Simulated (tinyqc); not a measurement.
Six-band Luttinger-Kohn model with strain: sweeps and comparisons. A value that a table varies takes the place of the one given here.

Six-band Luttinger-Kohn model in the basis |3/2,3/2>, |3/2,1/2>, |3/2,-1/2>, |3/2,-3/2>, |1/2,1/2>, |1/2,-1/2>, electron energies, zero at the top of the unstrained valence band. H = -[rows: (P+Q, -S, R, 0, -S/r2, r2 R); (-S*, P-Q, 0, R, -r2 Q, r32 S); (R*, 0, P-Q, S, r32 S*, r2 Q); (0, R*, S*, P+Q, -r2 R*, -S*/r2); (-S*/r2, -r2 Q, r32 S, -r2 R, P+Dso, 0); (r2 R*, r32 S*, r2 Q, -S/r2, 0, P+Dso)], r2 = sqrt(2), r32 = sqrt(3/2). Levels are twofold.

P = c g1 k^2 - av tr(e); Q = c g2 (kx^2 + ky^2 - 2 kz^2) - (b/2)(exx + eyy - 2 ezz); R = c sqrt3 [-g2 (kx^2 - ky^2) + 2i g3 kx ky] + (sqrt3/2) b (exx - eyy) - i d exy; S = 2 c sqrt3 g3 (kx - i ky) kz - d (exz - i eyz); c = hbar^2/2m0, e the strain tensor (not engineering shear).

s11 = (C11 + C12)/((C11 - C12)(C11 + 2 C12)), s12 = -C12/((C11 - C12)(C11 + 2 C12)), s44 = 1/C44; exx = s11 sxx + s12 (syy + szz) and cyclic, exy = s44 sxy/2; tension is positive. A uniaxial stress X along the unit vector n is s_ij = X n_i n_j.

Constants: hbar^2/2m0 = 3.80998211 eV angstrom^2.

Parameters, chosen for this exercise (near those of GaP; the results hold for these values, not for the real material): Dso = 0.083 eV (spin-orbit splitting); g1 = 4.05 (Luttinger gamma1); g2 = 0.49 (gamma2); g3 = 1.27 (gamma3); av = 1.61 eV (valence hydrostatic potential); b = -1.69 eV (tetragonal shear potential); d = -4.87 eV (trigonal shear potential); C11 = 139.1 GPa; C12 = 61.2 GPa; C44 = 70.2 GPa; load = uniaxial [001] (kind of stress); X1 = 2 GPa (size of the stress); E_h = 5 meV (hole energy below the top); X = -1.34 GPa (stress).

## Sweep of a uniaxial [001] stress

Edges at k = 0 and curvature masses of the top pair along [110] and [001] (step 0.0002 1/angstrom); at zero stress the top is fourfold and has no single curvature.

Edges and masses:

| X (GPa) | top (eV) | second (eV) | third (eV) | splitting (meV) | m [110] | m [001] |
|---|---|---|---|---|---|---|
| -2.10 | 0.0594 | -0.0585 | -0.1227 | 117.8 | 0.318 | 0.170 |
| -1.40 | 0.0362 | -0.0390 | -0.1061 | 75.2 | 0.313 | 0.173 |
| -0.70 | 0.0154 | -0.0195 | -0.0918 | 34.9 | 0.303 | 0.180 |
| 0.00 | 0.0000 | 0.0000 | -0.0830 | 0.0 | - | - |
| 0.70 | 0.0195 | -0.0046 | -0.0849 | 24.1 | 0.220 | 0.326 |
| 1.40 | 0.0390 | 0.0023 | -0.0984 | 36.7 | 0.220 | 0.326 |
| 2.10 | 0.0585 | 0.0157 | -0.1184 | 42.7 | 0.220 | 0.326 |

What can be read from the table?

The splitting reaches 117.8 meV under compression and 42.7 meV under the same tension; linear shear terms alone would make the two equal, and the difference comes from the coupling to the split-off band. At the ends of the sweep the top pair has a mass along [110] of 0.318 under compression and 0.220 under tension, so tension gives the lighter holes along [110]; along [001] it has 0.170 and 0.326. The top edge itself moves by +59 and +58 meV. The ends of the sweep mean strains up to 2.1 %, beyond the range of linear deformation potentials.

## Which stress helps holes along [110]

Each load has size X1 (biaxial: sxx = syy); masses are curvatures of the top pair at k = 0.

Results:

| load | splitting (meV) | top edge (meV) | m [110] | m [001] |
|---|---|---|---|---|
| uniaxial [110], compression | 104.5 | 51.4 | 0.125 | 0.318 |
| uniaxial [110], tension | 41.6 | 53.3 | 0.493 | 0.213 |
| uniaxial [100], compression | 111.7 | 56.0 | 0.222 | 0.318 |
| uniaxial [100], tension | 42.1 | 55.7 | 0.263 | 0.220 |
| uniaxial [111], compression | 102.2 | 49.8 | 0.157 | 0.247 |
| uniaxial [111], tension | 41.0 | 52.4 | 0.360 | 0.247 |
| biaxial (001), compression | 42.1 | 18.8 | 0.220 | 0.326 |
| biaxial (001), tension | 111.7 | 92.9 | 0.318 | 0.171 |

What does this show, and why?

The lightest mass along [110] (0.125) comes with uniaxial [110], compression. The largest splitting (111.7 meV) comes with uniaxial [100], compression; biaxial (001), tension. The heaviest mass along [001] (0.326), which lowers the confinement energy in a (001) channel, comes with biaxial (001), compression. The splitting per GPa follows b (s11 - s12) for loads along cube axes and d s44 for [111]: here 2 |b| (s11 - s12) = 43.4 and |d| s44/sqrt3 = 40.1 meV per GPa in the limit of large Dso; where the splitting nears Dso, mixing with the split-off band makes it depend on the sign of the load.

## Warping of the constant-energy contours (six-band Luttinger-Kohn model)

No strain (e = 0). In the plane kz = 0, |k| where the top and second pairs lie E_h below the top, against the angle from [100]; m = c k^2/E_h.

Contours:

| angle (degrees) | k top (1/angstrom) | k second (1/angstrom) | m top (m0) | m second (m0) |
|---|---|---|---|---|
| 0 | 0.0207 | 0.0162 | 0.326 | 0.200 |
| 9 | 0.0213 | 0.0159 | 0.347 | 0.193 |
| 18 | 0.0229 | 0.0154 | 0.401 | 0.180 |
| 27 | 0.0250 | 0.0149 | 0.475 | 0.170 |
| 36 | 0.0268 | 0.0146 | 0.547 | 0.163 |
| 45 | 0.0276 | 0.0145 | 0.578 | 0.161 |

What does this show?

The heavy contour reaches 1.333 times as far along [110] as along [100], the light one 0.897 times. The warping follows g3 - g2 = 0.78 and would vanish for g2 = g3. Along [100] the heavy mass is 1/(g1 - 2 g2) = 0.326 at any energy, while the light one is 0.1997, against 1/(g1 + 2 g2) = 0.1988 at the edge, for E_h/Dso = 0.06.

## What each parameter does

Edges at k = 0 under a uniaxial [001] stress X and the curvature mass of the top pair along [110] (step 0.0002 1/angstrom). Each row changes one parameter from the base and keeps the others.

Results:

| case | top (eV) | second (eV) | third (eV) | mass (m0) |
|---|---|---|---|---|
| base | 0.0343 | -0.0373 | -0.1047 | 0.313 |
| C44 = 56.16 GPa | 0.0343 | -0.0373 | -0.1047 | 0.313 |
| av = 1.288 eV | 0.0359 | -0.0357 | -0.1031 | 0.313 |
| C11 = 166.92 GPa | 0.0221 | -0.0289 | -0.0986 | 0.308 |
| g2 = 0.588 | 0.0343 | -0.0373 | -0.1047 | 0.330 |
| C12 = 48.96 GPa | 0.0267 | -0.0342 | -0.1027 | 0.311 |
| g3 = 1.524 | 0.0343 | -0.0373 | -0.1047 | 0.313 |
| b = -1.352 eV | 0.0244 | -0.0315 | -0.1006 | 0.309 |

What can be read from the table?

The largest shifts from the base row, up to three for each result and ties (the steps differ in size, so this ranks the rows, not the parameters). top (eV): C11 -0.0122, b -0.0099, C12 -0.0076; unchanged at the printed digits by C44, g2 and g3. second (eV): C11 +0.0084, b +0.0058, C12 +0.0031; unchanged at the printed digits by C44, g2 and g3. third (eV): C11 +0.0061, b +0.0041, C12 +0.0020; unchanged at the printed digits by C44, g2 and g3. mass (m0): g2 +0.018, C11 -0.005, b -0.003; unchanged at the printed digits by C44, av and g3. The Luttinger parameters multiply k^2 and cannot move the edges; av shifts all edges alike and leaves the mass.

tinyqc: `OMP_NUM_THREADS=1 python tinyqc.py 1050009 1050010 out.jsonl`; about 0.04 s, one thread, shared Intel(R) Xeon(R) Processor @ 2.30GHz.
